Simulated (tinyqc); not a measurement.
Strain-driven roughening and islands of a mismatched epitaxial film: one step, computed by the program tinyqc.

Film and substrate share isotropic elastic constants; the film is coherent and biaxially strained.

Task: Which shape at the volume V. Shallow faceted island (Tersoff form): E = 4 Gam V^(2/3) tan^(1/3)(theta) - 6 c V tan(theta), Gam = gamma [x/sin(theta) - 1/tan(theta)], x the facet energy over gamma, c = stress^2 (1 - nu)/(2 pi G). The two energies cross at V_x^(1/3) = 4 [Gam_2 t2^(1/3) - Gam_1 t1^(1/3)]/(6 c (t2 - t1)), t = tan(theta); mu = dE/dV.

Inputs (values chosen for the exercise, modelled on GaN on AlN):
```
quantity,value,unit
shear modulus G,123,GPa
Poisson ratio nu,0.19,-
surface energy gamma,1.76,J/m^2
contact angle of the shallow shape theta_1,13.7,degrees
contact angle of the steep shape theta_2,28.4,degrees
facet energy of shape 1 over gamma,1,-
facet energy of shape 2 over gamma,1.04,-
island volume V,1500,nm^3
```

stress = 8.348511 GPa

Gam of shape 2 = 0.5933645 J/m^2

Gam of shape 1 = 0.2114252 J/m^2

c = 0.07304964 GPa

Constants: e = 1.602176634e-19 C.

Give: E of shape 1; E of shape 2; crossing volume V_x; jump of mu at V_x, shape 2 less shape 1.

Result:

E of shape 1 = -568.2 eV

E of shape 2 = -637.3 eV

crossing volume V_x = 1259 nm^3

jump of mu at V_x, shape 2 less shape 1 = -43.38 MJ/m^3

At V the steep shape is lower. At V_x the chemical potential drops, so islands that have turned steep grow at the cost of the shallow ones. Caution: the shallow-slope form overstates the relaxation of facets steeper than about 25 degrees.
